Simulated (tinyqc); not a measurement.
Comparisons within one model: model-solid line-up of a strained alloy layer on a substrate. A value that a table varies takes the place of the one given here.

All values of the alloy are linear in x but the gap, Eg(x) = (1 - x) Eg_A + x Eg_B - C x (1 - x), and the valence edge, Ev(x) = (1 - x) Ev_A + x Ev_B + fv C x (1 - x); Ec = Ev + Eg. Ev is the top of the unstrained valence band on a scale common to all materials. In the layer only the Gamma valley of the conduction band is followed, also where an X or L valley would lie lower.

Coherent growth on a (001) face: e_par = (a_s - a)/a, e_perp = -2 (C12/C11) e_par; exx = eyy = e_par, ezz = e_perp, no shear.

Strained edges: Ec + ac tr(e); the valence edges are Ev plus the levels of the 6 x 6 matrix of X, Y, Z times spin with -Dso/3 + l exx + m (eyy + ezz) on the diagonal (cyclic), n exy off it, l = av + 2 b, m = av - b, n = sqrt(3) d. Spin-orbit term (Dso/3) L.sigma on X, Y, Z with (L_k)_ij = -i epsilon_kij: <X+|H|Y+> = -i Dso/3, <X+|H|Z-> = Dso/3, <Y+|H|Z-> = -i Dso/3, <Z+|H|X-> = -Dso/3, <Z+|H|Y-> = i Dso/3, <X-|H|Y-> = i Dso/3, and their conjugates; + and - are the spin along z.

dEc = Ec(substrate) - Ec(layer), dEv = Ev(layer) - Ev(substrate); positive values confine the carrier in the layer. Type I: both of one sign; type II: opposite signs; type III: the gaps do not overlap.

Coherent growth: e_par = (a_s - a)/a. (001): e_perp = -2 (C12/C11) e_par; exx = eyy = e_par, ezz = e_perp, no shear. (111): e_perp = -(2 C11 + 4 C12 - 4 C44)/(C11 + 2 C12 + 4 C44) e_par; exx = eyy = ezz = (2 e_par + e_perp)/3 and exy = eyz = ezx = (e_perp - e_par)/3. (110): e_perp = -(C11 + 3 C12 - 2 C44)/(C11 + C12 + 2 C44) e_par; exx = eyy = (e_par + e_perp)/2, ezz = e_par, exy = (e_perp - e_par)/2, eyz = ezx = 0.

Inputs chosen for the exercise (A near InSb, B near InAs, substrate near GaSb; not measured data):
```
symbol  value           unit      meaning
a       (6.487, 6.056)  angstrom  lattice constant of A, B
Eg      (0.235, 0.412)  eV        gap at Gamma to the s-like level of A, B
Dso     (0.815, 0.39)   eV        spin-orbit splitting of A, B
Ev      (0, -0.59)      eV        top of the unstrained valence band of A, B
ac      (-7.04, -5.15)  eV        conduction deformation potential of A, B
av      (0.36, 0.99)    eV        valence hydrostatic potential of A, B
b       (-2, -1.82)     eV        tetragonal shear potential of A, B
d       (-4.68, -3.58)  eV        trigonal shear potential of A, B
C11     (69, 83.9)      GPa       of A, B
C12     (37.9, 45.7)    GPa       of A, B
C44     (30.8, 39.5)    GPa       of A, B
C       0.713           eV        bowing of the gap
fv      0.7                       share of the bowing taken by the valence edge
a_s     6.097           angstrom  substrate
Eg_s    0.805           eV        lowest gap of the substrate
Ev_s    -0.03           eV        substrate valence edge
face    001                       growth face
x       0.98                      fraction of B
```

## Composition against offsets

Each composition is strained to the same substrate.

Results:
```
x     e_par (%)  relaxed gap (eV)  strained gap (eV)  valence splitting (meV)  dEc (eV)  dEv (eV)  type
0.47      -2.98             0.141              0.205                      187     0.621    -0.021    II
0.54      -2.51             0.153              0.207                      162     0.679    -0.080    II
0.62      -1.97             0.177              0.217                      132     0.741    -0.154    II
0.69      -1.50             0.205              0.235                      103     0.793    -0.222    II
0.76      -1.01             0.239              0.259                       72     0.841    -0.296   III
0.83      -0.53             0.281              0.291                       39     0.887    -0.373   III
0.91       0.04             0.338              0.334                        3     0.935    -0.464   III
0.98       0.53             0.394              0.342                       43     0.974    -0.511   III
```

The alloy matches the substrate at x = 0.905, where the top valence edge changes its character and the splitting passes through zero. The strained gap runs from 0.205 to 0.342 eV, against 0.141 to 0.394 eV for the relaxed alloy: strain takes back part of the change that the composition makes. Strains above 2 % can be kept only in layers of a few nanometres. The type changes: II to III between x = 0.69 and 0.76. Offsets below about 50 meV are within the spread of parameter sets, so those rows do not settle the type.

## The same layer on three faces

Composition and substrate are kept.

Results:
```
face   e_perp (%)  tr(e) (%)  shift of Ec (meV)  shift of Ev (meV)  valence splitting (meV)  gap (eV)
(001)      -0.582      0.486              -25.2               27.1                     42.7    0.3422
(111)      -0.309      0.759              -39.4               26.4                     36.5    0.3287
(110)      -0.364      0.704              -36.5               26.6                     37.8    0.3314
```

The layer yields most along the normal on (001) and least on (111), so the volume change, and with it the shift of Ec, is largest on (111). The valence splitting, set by b on (001), by d on (111) and by both on (110), is largest on (001). The gaps span 14 meV, from (111) to (001).

## What each parameter does

Strained gap, valence splitting and offsets. Each row changes one parameter from the base and keeps the others.

Results:
```
case                     gap (eV)  splitting (meV)  dEc (eV)  dEv (eV)
base                       0.3422             42.7    0.9742   -0.5114
x = 0.74                   0.2515             81.2    0.8277   -0.2742
a_s = 6.077 angstrom       0.3750             15.9    0.9586   -0.5285
C = 0.813 eV               0.3402             42.7    0.9747   -0.5100
fv = 0.9                   0.3422             42.7    0.9714   -0.5086
Ev_s = 0.02 eV             0.3422             42.7    1.0242   -0.5614
b = (-2.3, -2.093) eV      0.3385             49.4    0.9742   -0.5077
d = (-5.382, -4.117) eV    0.3422             42.7    0.9742   -0.5114
av = (0.414, 1.138) eV     0.3415             42.7    0.9742   -0.5106
```

The largest shifts from the base row, up to three for each result and ties (the steps differ in size, so this ranks the rows, not the parameters). gap (eV): x -0.0907, a_s +0.0327, b -0.0037; unchanged at the printed digits by fv, Ev_s and d. splitting (meV): x +38.6, a_s -26.8, b +6.7; unchanged at the printed digits by C, fv, Ev_s, d and av. dEc (eV): x -0.1464, Ev_s +0.0500, a_s -0.0156; unchanged at the printed digits by b, d and av. dEv (eV): x +0.2371, Ev_s -0.0500, a_s -0.0172; unchanged at the printed digits by d.

(tinyqc, `OMP_NUM_THREADS=1 python tinyqc.py 1051314 1051315 out.jsonl`, Intel(R) Xeon(R) Processor @ 2.30GHz, 1 thread, shared host, about 0.01 s.)
